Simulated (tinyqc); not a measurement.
Shrinking the mesa: defect, radiative and Auger recombination at equal electron and hole densities (ABC model).

J/(e d) = Ae n + B n^2 + C n^3 with Ae = A + 4 S/w (four side walls, carriers spread evenly), e = 1.602176634e-19 C, lengths in cm; internal efficiency IQE = B n^2/(Ae n + B n^2 + C n^3); all injected carriers recombine in the layer.

Inputs chosen for the exercise (orders of magnitude like those quoted for InP; shifted at random, so the results belong to these values and not to a real crystal):
```
symbol  value     unit    meaning
A       20000000  1/s     defect rate
B       1.4e-10   cm^3/s  radiative coefficient
C       6.5e-31   cm^6/s  Auger coefficient
d       180       nm      active thickness
S2      1000      cm/s    recombination velocity of the side walls in this comparison
J       380000    A/cm^2  current density
```

S = S2; w takes the values listed.

Results:
```
w (micrometre)  Ae (1/s)  IQE_max  J at the peak (A/cm^2)  IQE at J
200             2.02e+07    0.951                1.32e+04     0.878
100             2.04e+07    0.951                1.33e+04     0.878
20              2.20e+07    0.949                1.44e+04     0.878
10              2.40e+07    0.947                1.57e+04     0.878
5               2.80e+07    0.943                1.85e+04     0.877
2               4.00e+07    0.932                2.67e+04     0.875
1               6.00e+07    0.918                4.06e+04     0.871
```

Give the missing row, w (micrometre) = 50.

Computed row:
```
w (micrometre)  Ae (1/s)  IQE_max  J at the peak (A/cm^2)  IQE at J
50              2.08e+07    0.950                1.36e+04     0.878
```

The walls equal the bulk defect rate at w = 4 S/A = 2 micrometre. From 200 to 1 micrometre the peak efficiency falls from 0.951 to 0.918 and moves to a current 3.08 times higher; at the fixed J the efficiency goes from 0.878 to 0.871. For large w diffusion to the walls, left out here, would limit the loss.

(tinyqc, `OMP_NUM_THREADS=1 python tinyqc.py 1651564 1651565 out.jsonl`, Intel(R) Xeon(R) Processor @ 2.30GHz, 1 thread, shared host, about 0.01 s.)
